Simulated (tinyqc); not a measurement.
Comparisons within one model: temperature and isotope dependence of a band gap in oscillator models. A value that a table varies takes the place of the one given here.

E(T) = E0 - sum_i sl_i th_i n_i(T), n = 1/(exp(th/T) - 1). The same coupling lowers the gap at 0 K by the zero-point term ZP = sum_i sl_i th_i/2, so the gap of the static lattice is E0 + ZP. Thermal expansion is taken as part of the slopes.

Two-parameter forms are made to pass through the falls at the two temperatures T12: Varshni aV T^2/(T + bV), from the line T^2/fall = (T + bV)/aV; one oscillator s1 t1/(exp(t1/T) - 1), with t1 from the ratio of the falls.

Constants: kB = 8.617333262e-05 eV/K; hbar^2/2m0 = 3.80998211 eV angstrom^2.

Values chosen for the exercise (near those of Ge; not measured data):
- E0 = 0.737 eV (gap at 0 K)
- th = (101, 340) K (temperatures of two oscillators)
- sl = (0.1299, 0.3031) meV/K (their high-temperature slopes)
- T12 = (170, 390) K (temperatures of the fits)
- mm = 0.48 m0 (geometric mean of the density-of-states masses)
- T = 200 K (temperature)

## How far the fits carry

Falls of the gap from E0, and errors of the two fits against the model.

Results:
```
T (K)  fall (meV)  Varshni - model (meV)  one oscillator - model (meV)  fall/ZP
20           0.08                   0.55                         -0.08    0.001
50           2.12                   1.54                         -1.31    0.037
100         11.07                   1.90                         -1.15    0.191
200         43.00                  -0.80                          0.26    0.740
300         81.71                  -1.69                          0.40    1.407
400        122.60                   0.32                         -0.06    2.111
600        206.74                  10.72                         -1.67    3.559
800        292.09                  26.43                         -3.66    5.028
```

Below the first fit point the largest errors are +1.90 meV (Varshni, 100 K, on a fall of 11.07 meV) and -1.31 meV (one oscillator, 50 K); a T^2 law cannot freeze out; a single oscillator misses the soft modes. At 800 K, beyond the second fit point, they are +26.4 and -3.7 meV, so the oscillator extrapolates better here. The thermal fall equals ZP between 200 and 300 K.

## What the shift does to the intrinsic density

ni = 2 (mm kT/(4 pi c))^(3/2) exp(-E/2kT), c = hbar^2/2m0, with E(T) and with E0; 1 angstrom^-3 = 1e24 cm^-3. Apparent gap from an Arrhenius plot of ni/T^(3/2): E(T) - T dE/dT, dE/dT = -sum sl_i (th_i/T)^2 n_i (1 + n_i).

Results:
```
T (K)  E(T) (eV)  ni (cm^-3)  ni with E(T) / ni with E0  apparent gap (eV)
200       0.6940    8.19e+09                      3.482             0.7673
250       0.6751    9.96e+11                      4.210             0.7722
300       0.6553    2.61e+13                      4.857             0.7757
350       0.6350    2.82e+14                      5.424             0.7783
400       0.6144    1.73e+15                      5.921             0.7803
500       0.5726    2.34e+16                      6.740             0.7831
700       0.4877    5.22e+17                      7.898             0.7865
```

Using E0 in place of E(T) understates ni by a factor that rises from 3.48 to 7.90, towards exp(sum sl/2kB) = 12.3. The slope of an Arrhenius plot returns neither E(T) nor E0 but the intercept of the tangent, 0.7757 eV at 300 K, which lies 39 meV above E0 and tends to the static gap 0.7951 eV.

## What each parameter does

Gap at T, slope -sum sl_i (th_i/T)^2 n_i (1 + n_i) and ZP. Each row changes one parameter from the base and keeps the others.

Results:
```
case                         E(T) (eV)  dE/dT (meV/K)  ZP (meV)
base                            0.6940        -0.3667     58.09
T = 240 K                       0.6789        -0.3851     58.09
E0 = 0.747 eV                   0.7040        -0.3667     58.09
th = (101, 408) K               0.6985        -0.3439     68.39
sl = (0.1689, 0.3031) meV/K     0.6880        -0.4049     60.06
```

The largest shifts from the base row, up to three for each result and ties (the steps differ in size, so this ranks the rows, not the parameters). E(T) (eV): T -0.0151, E0 +0.0100, sl -0.0060. dE/dT (meV/K): sl -0.0382, th +0.0228, T -0.0184; unchanged at the printed digits by E0. ZP (meV): th +10.31, sl +1.97; unchanged at the printed digits by T and E0.

Program tinyqc; command `OMP_NUM_THREADS=1 python tinyqc.py 1850509 1850510 out.jsonl`; about 0.01 s on one thread of a shared Intel(R) Xeon(R) Processor @ 2.30GHz.
